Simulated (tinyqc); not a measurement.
Empirical pseudopotential in a few plane waves, step by step. One step of it, computed by the program tinyqc.

Question. Bloch Hamiltonian at k. Basis: the 15 shortest G (labels in 2 pi/a), the same at every k. H(G,G') = c |k + G|^2 delta + VS(|G-G'|^2) cos((G-G').tau) + i VA sin((G-G').tau), tau = a/8 (1,1,1); 1 Ry = 13.605693 eV.

Parameters chosen for this model: fcc lattice, atoms at +/- a/8 (1,1,1); form factors in rydberg at |G|^2 in units of (2 pi/a)^2:
```
parameter                 value      unit
a                      5.660000  angstrom
VS(3)                 -0.205000        Ry
VS(8)                  0.049000        Ry
VS(11)                 0.057000        Ry
VA(3)                  0.098000        Ry
VA(4)                  0.058000        Ry
VA(11)                 0.036000        Ry
hbar^2/2m (2 pi/a)^2   4.695154        eV
```

k point k (2 pi / a): [-0.350000, -0.390000, 0.290000]

Give: H(k) at k.

Answer.

H(k) at k (eV), order +0+0+0, -1-1-1, -1-1+1, -1+1-1, -1+1+1, +1-1-1, +1-1+1, +1+1-1, +1+1+1, -2+0+0, +0-2+0, +0+0-2, +0+0+2, +0+2+0, +2+0+0:
```
[[1.684, 1.972+0.943i, -1.972+0.943i, -1.972+0.943i, -1.972-0.943i, -1.972+0.943i, -1.972-0.943i, -1.972-0.943i, 1.972-0.943i, 0.000+0.789i, 0.000+0.789i, 0.000+0.789i, 0.000-0.789i, 0.000-0.789i, 0.000-0.789i],
 [1.972-0.943i, 19.995, 0.000-0.789i, 0.000-0.789i, -0.667, 0.000-0.789i, -0.667, -0.667, 0.000, -1.972-0.943i, -1.972-0.943i, -1.972-0.943i, -0.548+0.346i, -0.548+0.346i, -0.548+0.346i],
 [-1.972-0.943i, 0.000+0.789i, 25.442, 0.667, 0.000-0.789i, 0.667, 0.000-0.789i, 0.000, -0.667, -1.972+0.943i, -1.972+0.943i, 0.548+0.346i, 1.972-0.943i, -0.548-0.346i, -0.548-0.346i],
 [-1.972-0.943i, 0.000+0.789i, 0.667, 12.671, 0.000-0.789i, 0.667, 0.000, 0.000-0.789i, -0.667, -1.972+0.943i, 0.548+0.346i, -1.972+0.943i, -0.548-0.346i, 1.972-0.943i, -0.548-0.346i],
 [-1.972+0.943i, -0.667, 0.000+0.789i, 0.000+0.789i, 18.117, 0.000, 0.667, 0.667, 0.000-0.789i, 1.972+0.943i, -0.548+0.346i, -0.548+0.346i, -1.972-0.943i, -1.972-0.943i, 0.548-0.346i],
 [-1.972-0.943i, 0.000+0.789i, 0.667, 0.667, 0.000, 13.422, 0.000-0.789i, 0.000-0.789i, -0.667, 0.548+0.346i, -1.972+0.943i, -1.972+0.943i, -0.548-0.346i, -0.548-0.346i, 1.972-0.943i],
 [-1.972+0.943i, -0.667, 0.000+0.789i, 0.000, 0.667, 0.000+0.789i, 18.868, 0.667, 0.000-0.789i, -0.548+0.346i, 1.972+0.943i, -0.548+0.346i, -1.972-0.943i, 0.548-0.346i, -1.972-0.943i],
 [-1.972+0.943i, -0.667, 0.000, 0.000+0.789i, 0.667, 0.000+0.789i, 0.667, 6.098, 0.000-0.789i, -0.548+0.346i, -0.548+0.346i, 1.972+0.943i, 0.548-0.346i, -1.972-0.943i, -1.972-0.943i],
 [1.972+0.943i, 0.000, -0.667, -0.667, 0.000+0.789i, -0.667, 0.000+0.789i, 0.000+0.789i, 11.544, -0.548-0.346i, -0.548-0.346i, -0.548-0.346i, -1.972+0.943i, -1.972+0.943i, -1.972+0.943i],
 [0.000-0.789i, -1.972+0.943i, -1.972-0.943i, -1.972-0.943i, 1.972-0.943i, 0.548-0.346i, -0.548-0.346i, -0.548-0.346i, -0.548+0.346i, 27.038, 0.667, 0.667, -0.667, -0.667, 0.000],
 [0.000-0.789i, -1.972+0.943i, -1.972-0.943i, 0.548-0.346i, -0.548-0.346i, -1.972-0.943i, 1.972-0.943i, -0.548-0.346i, -0.548+0.346i, 0.667, 27.789, 0.667, -0.667, 0.000, -0.667],
 [0.000-0.789i, -1.972+0.943i, 0.548-0.346i, -1.972-0.943i, -0.548-0.346i, -1.972-0.943i, -0.548-0.346i, 1.972-0.943i, -0.548+0.346i, 0.667, 0.667, 15.018, 0.000, -0.667, -0.667],
 [0.000+0.789i, -0.548-0.346i, 1.972+0.943i, -0.548+0.346i, -1.972+0.943i, -0.548+0.346i, -1.972+0.943i, 0.548+0.346i, -1.972-0.943i, -0.667, -0.667, 0.000, 25.911, 0.667, 0.667],
 [0.000+0.789i, -0.548-0.346i, -0.548+0.346i, 1.972+0.943i, -1.972+0.943i, -0.548+0.346i, 0.548+0.346i, -1.972+0.943i, -1.972-0.943i, -0.667, 0.000, -0.667, 0.667, 13.140, 0.667],
 [0.000+0.789i, -0.548-0.346i, -0.548+0.346i, -0.548+0.346i, 0.548+0.346i, 1.972+0.943i, -1.972+0.943i, -1.972+0.943i, -1.972-0.943i, 0.000, -0.667, -0.667, 0.667, 0.667, 13.892]]
```
